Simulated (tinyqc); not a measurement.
## Channel mobility from two channel lengths

Question. Two power MOSFETs differ only in channel length: R_on = R_rest + Lc (Wp + a)/(2 mch Cox Vov), Cox = 3.9 eps0/tox. Find mch and R_rest.

Values chosen for this exercise: gate oxide thickness (eps_r 3.9) tox = 44 nm; gate overdrive Vov = 13 V; width of the p body in one cell, channels included Wp = 5.8 um; gap between neighbouring p bodies a = 4.7 um.

Constants: eps0 = 8.8541878128e-14 F/cm where lengths are in cm. Results are converted to the units shown.

R_on at Lc = 0.71 and 2 um (mohm cm^2): [3.9052070, 6.4583295]

Solution. R_on is a straight line in Lc; its slope gives mch and its intercept the rest.

mch = 26.0 cm^2/(V s)
R_rest = 2.50 mohm cm^2

Numbers from tinyqc (`OMP_NUM_THREADS=1 python tinyqc.py 2230070 2230071 out.jsonl`; about 0.01 s on one thread of a shared Intel Xeon 2.30GHz).
